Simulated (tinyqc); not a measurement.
Depolarisation shift: optical transitions of a finite quantum well.

Each carrier sees a square well of width L with its own depth V and masses m (inside), mb (outside); c = hbar^2/2m0, k = sqrt(m E/c), kappa = sqrt(mb (V - E)/c), and level n solves k L + 2 atan[(k/m)/(kappa/mb)] = n pi. The envelope is cos(kz) for odd n and sin(kz) for even n inside, joins exp(-kappa (|z| - L/2)) outside, and is normalised to 1. Excitons and band mixing are left out.

Constants: hbar^2/2m0 = 3.80998211 eV angstrom^2; e^2/(4 pi eps0) = 14.39964547 eV angstrom.

Parameters, chosen for this exercise (near those of a GaAs well in AlGaAs; not measured data):
```
symbol  value                                      unit         meaning
L       111                                        angstrom     well width
Vc      0.203                                      eV           conduction offset
me      0.0657                                     m0           electron, well
meb     0.0878                                     m0           electron, barrier
eps     11.2                                                    background dielectric constant
Nss     (0.057, 0.14, 0.28, 0.57, 0.85, 1.1, 1.7)  x 1e12/cm^2  sheet densities
```

The collective line lies at E12 sqrt(1 + a), a = 8 pi q (n1 - n2) S/(eps E12), q = e^2/(4 pi eps0), S = integral over z of (integral up to z of psi_1 psi_2)^2. Zero temperature with the mass me in both subbands: n1 - n2 = Ns until Ns reaches D E12, D = me/(2 pi c), and D E12 beyond. 1e12/cm^2 = 1e-4/angstrom^2; exchange and the static band bending by the charge are left out.

Line position:
```
Ns (1e12/cm^2)  n1 - n2       a  line (meV)  shift (meV)
0.057             0.057  0.0211       74.65         0.77
0.14              0.140  0.0517       75.76         1.89
0.28              0.280  0.1035       77.60         3.73
0.57              0.570  0.2106       81.28         7.41
0.85              0.850  0.3141       84.69        10.81
1.1               1.100  0.4065       87.61        13.74
1.7               1.700  0.6282       94.26        20.39
```

S = 8.448 angstrom
E12 = 73.88 meV

The upward shift grows from 0.77 to 20.39 meV, 27.6 % of E12 at most. For small a the shift is a E12/2, linear in Ns; in the last row that rule gives 23.20 meV. S/L = 0.0761, against 5/(9 pi^2) = 0.0563 for hard walls.

(tinyqc, `OMP_NUM_THREADS=1 python tinyqc.py 1280471 1280472 out.jsonl`, Intel(R) Xeon(R) Processor @ 2.30GHz, 1 thread, shared host, about 0.07 s.)
